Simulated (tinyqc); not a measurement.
From Debye to Thomas-Fermi: static screening by free carriers.

kF = (3 pi^2 n/Mv)^(1/3), EF = c kF^2/m with c = hbar^2/2m0, n in 1/angstrom^3 (1e-24 per 1/cm^3), e2 = e^2/(4 pi eps0). Thomas-Fermi: qTF^2 = 6 pi e2 n/(eps EF). Debye: qD^2 = 4 pi e2 n/(eps kB T).

F_j(eta) = (1/Gamma(j + 1)) integral_0^infinity x^j dx/(1 + exp(x - eta)), which tends to exp(eta) for eta << 0.

At finite T: qs^2 = qD^2 F_-1/2(eta)/F_1/2(eta), where n = Mv N F_1/2(eta) and N = 2 (m kB T/(4 pi c))^(3/2) with c = hbar^2/2m0, in 1/angstrom^3; times 1e24 for 1/cm^3.

Constants: hbar^2/2m0 = 3.80998211 eV angstrom^2; e^2/(4 pi eps0) = 14.39964547 eV angstrom; kB = 8.617333262e-05 eV/K.

Parameters, chosen for this exercise (near those of Ge; shifted at random, so the results belong to these values and not to a real crystal):
```
symbol  value   unit  meaning
m       0.2225  m0    mass of one isotropic valley
Mv      4             valleys
eps     15.8          background dielectric constant
T       300     K
```

Screening lengths (angstrom):
```
n (1/cm^3)    eta  Debye  Thomas-Fermi  finite T
3.0e+16     -5.86  274.3         34.91     274.4
2.0e+17     -3.96  106.2         25.44     106.6
1.0e+18     -2.32  47.51         19.46     48.30
4.0e+18     -0.83  23.76         15.44     25.28
2.0e+19      1.30  10.62         11.81     13.60
5.0e+19      3.14  6.719         10.14     10.61
2.0e+20      8.51  3.360         8.046     8.094
6.0e+20     17.85  1.940         6.700     6.708
```

Debye is within 5 % of the finite-T length up to 1e+18 1/cm^3 of the densities listed and Thomas-Fermi from 5e+19 on. The length goes as n^-0.50 at the low end and n^-0.17 at the high end, against the limits -1/2 and -1/6. Both limits give too short a length.

Computed by tinyqc, a small Python program: `OMP_NUM_THREADS=1 python tinyqc.py 1652444 1652445 out.jsonl` (the numbers bound the seed that draws the inputs); one thread of a shared host (Intel(R) Xeon(R) Processor @ 2.30GHz), about 0.01 s for the whole set of steps.
